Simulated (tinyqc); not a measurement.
Raman line shape of confined optical phonons and breathing modes of small crystals. Inputs raised by 2 %, one at a time. Computed by tinyqc, a small Python program. Command: `OMP_NUM_THREADS=1 python tinyqc.py 3031386 3031387 out.jsonl confine sens`. One thread of a shared host (Intel(R) Xeon(R) Processor @ 2.30GHz), about 0.04 s of CPU time with the checks.

Confinement in 2 direction(s) lets phonons with q away from zero scatter light. q is in units of 2 pi/a, from 0 to 1, and the branch is isotropic: omega(q)^2 = (omega_0^2 + omega_X^2)/2 + ((omega_0^2 - omega_X^2)/2) cos(pi q). The model and its constant beta are phenomenological; beta = 8 is the common choice.

Inputs (values chosen for the exercise, modelled on germanium):
```
quantity                                value      unit
bulk frequency omega_0                  300.5      1/cm
frequency at the zone boundary omega_X    233      1/cm
natural width Gamma_0                     3.2      1/cm
lattice constant a                      5.658  angstrom
size L                                    5.5        nm
confinement constant beta                   4         -
```

Shape: wire.

Method:
- Weight W(q) = q^1 exp(-(2 L q/a)^2/(2 beta)) dq, that is exp(-k^2 L^2/(2 beta pi^2)) for k = 2 pi q/a.
- I(omega) = int W(q) / [(omega - omega(q))^2 + (Gamma_0/2)^2] dq / int W dq x (Gamma_0/2)^2, by 400 Gauss-Legendre points on 0 < q < min(1, 2.5 a sqrt(2 beta)/L).
- The peak is the maximum of I; the width is taken between the half-maximum points, and the asymmetry is the low-side half-width over the high-side one.

Runs:
```
input moved                   from     to  peak shift (1/cm)  full width (1/cm)  asymmetry
base run                         -      -            -1.4004             6.3282     1.8213
natural width Gamma_0 (1/cm)   3.2  3.264            -1.4130             6.3898     1.8061
size L (nm)                    5.5   5.61            -1.3699             6.2024     1.7915
confinement constant beta        4   4.08            -1.4159             6.3928     1.8364
```

Exponents ln(y'/y) / ln(x'/x):
```
input                      peak shift  full width  asymmetry
natural width Gamma_0           0.452       0.489     -0.423
size L                         -1.112      -1.014     -0.833
confinement constant beta       0.556       0.513      0.417
```

Which inputs matter most for each result?

Among the inputs moved here: peak shift answers most in size to size L (exponent -1.112), next to confinement constant beta (+0.556). Full width answers most in size to size L (exponent -1.014), next to confinement constant beta (+0.513). Asymmetry answers most in size to size L (exponent -0.833), next to natural width Gamma_0 (-0.423).

Extremes, crossings and ranges named in words are read from the listed rows.
